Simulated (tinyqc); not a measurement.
Single-junction solar cell, detailed-balance limit: effect of the cell temperature.

Every photon above the gap Eg makes one pair and none below is absorbed; carriers thermalise at T and move without loss. Jsc = q fs X Phi(Eg, Ts); the dark current is J0 = q ge Phi(Eg, T)/ERE with the Boltzmann factor exp(V/Vt). The efficiency is the electrical power over fs X sigma Ts^4.

Photon flux above E from a black body at temperature T into a hemisphere: Phi(E, T) = A sum_k exp(-k E/th)[E^2 th/k + 2 E th^2/k^2 + 2 th^3/k^3], k = 1, 2, ..., with th = kB T/q in eV and A = 2 pi q^3/(h^3 c^2). J(V) = Jsc - J0 (exp(V/Vt) - 1); Voc = Vt ln(1 + Jsc/J0); at maximum power v = Vmp/Vt solves (1 + v) exp(v) = 1 + Jsc/J0. Pin = fs X sigma Ts^4, sigma = 2 pi^5 kB^4/(15 h^3 c^2). FF = Vmp Jmp/(Voc Jsc).

Parameters, values chosen for the exercise: temperature of the black-body sun Ts = 5800 K; share of the hemisphere filled by the sun fs = 2.16e-5; concentration X = 500; external radiative efficiency ERE = 1; number of faces that emit ge = 1; band gap Eg = 1.79 eV.

Constants: q = 1.602176634e-19 C, kB = 1.380649e-23 J/K, h = 6.62607015e-34 J s, c = 299792458 m/s, Vt = kB T/q. Results are converted to the units shown.

The same in every row: Jsc (mA/cm^2) = 1.321e4.

Result of one run:
```
Voc (V),Eg/q - Voc (V),FF,efficiency (%)
1.661,0.1294,0.9165,29.01
```

Which cell temperature T gave this result: 200, 280, 320, 360 or 480 K?

T = 320 K.

The whole series:
```
T (K),Voc (V),Eg/q - Voc (V),FF,efficiency (%)
200,1.717,0.07259,0.9443,30.92
240,1.699,0.09095,0.9348,30.28
280,1.680,0.1099,0.9256,29.65
320,1.661,0.1294,0.9165,29.01
360,1.641,0.1494,0.9075,28.38
400,1.620,0.1697,0.8986,27.76
440,1.600,0.1905,0.8897,27.13
480,1.578,0.2115,0.8809,26.51
```

As T goes from 200 to 480 K, Jsc stays at 13200 mA/cm^2, Voc falls from 1.72 to 1.58 V and the efficiency falls from 30.9 to 26.5 %. Voc changes by -0.496 mV/K on average with Eg fixed, and the efficiency by -0.055 % of itself per kelvin. In every row Voc lies within 6 Vt of the gap, where the Boltzmann form of the emission begins to fail.

Program tinyqc, `OMP_NUM_THREADS=1 python tinyqc.py 2820011 2820012 out.jsonl`; Intel Xeon 2.30GHz, shared host, one thread, about 0.01 s.
